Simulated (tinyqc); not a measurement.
# Doping from two capacitances

Question. An abrupt p-n junction obeys 1/C^2 = 2 (Vbi - V)/(q eps0 eps_r Ne), Ne = Na Nd/(Na + Nd), Vbi = Vt ln(Na Nd/ni^2), V the bias of the p side. Na is known to be the larger doping. Find Ne, Vbi, Na and Nd.

Inputs (values chosen for the exercise): temperature T = 250 K; relative permittivity eps_r = 11.5.

Constants: q = 1.602176634e-19 C, kB = 1.380649e-23 J/K, Vt = kB T/q, eps0 = 8.8541878128e-14 F/cm where lengths are in cm. Results are converted to the units shown.

C at V = -0.4 and -6.8 V (nF/cm^2): [91.692621, 38.632362]
ni = 8.3298559e7 cm^-3

Answer. The slope of 1/C^2 against -V gives Ne and its intercept Vbi. Then Na Nd = ni^2 exp(Vbi/Vt) and Na + Nd = Na Nd/Ne, so both are roots of one quadratic.

Ne = 1.424e17 cm^-3
Vbi = 0.9813 V
Na = 2.800e18 cm^-3
Nd = 1.500e17 cm^-3

tinyqc, about 0.03 s, one thread, Intel Xeon 2.30GHz (shared host): `OMP_NUM_THREADS=1 python tinyqc.py 2000124 2000125 out.jsonl`
